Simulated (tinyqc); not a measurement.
# Doping and flat-band voltage from the body effect

Problem. VT = Vfb + 2 phiF + gamma sqrt(2 phiF + Vsb), phiF = Vt ln(Na/ni), gamma = sqrt(2 q eps0 eps_r Na)/Cox, Cox = eps0 eox/tox. Find Na, gamma and Vfb from two thresholds.

Parameters, values chosen for the exercise; material values close to those of silicon:
```
symbol,value,unit,meaning
T,300,K,temperature
eps_r,11.9,,relative permittivity of the semiconductor
eox,3.87,,relative permittivity of the gate insulator
tox,4,nm,insulator thickness
```

Constants: q = 1.602176634e-19 C, kB = 1.380649e-23 J/K, Vt = kB T/q, eps0 = 8.8541878128e-14 F/cm where lengths are in cm. Results are converted to the units shown.

VT at Vsb = 0 and 2.3 V (V): [0.24238804, 0.36435308]
ni = 8.7170693e9 cm^-3

Answer. The difference of the thresholds, gamma [sqrt(2 phiF + Vsb) - sqrt(2 phiF)], holds no Vfb and rises with Na, so it has one root; Vfb then follows from the first threshold.

Na = 4.30e16 cm^-3
gamma = 0.141 V^0.5
Vfb = -0.680 V

Numbers from tinyqc (`OMP_NUM_THREADS=1 python tinyqc.py 2360048 2360049 out.jsonl`; about 0.04 s on one thread of a shared Intel Xeon 2.30GHz).
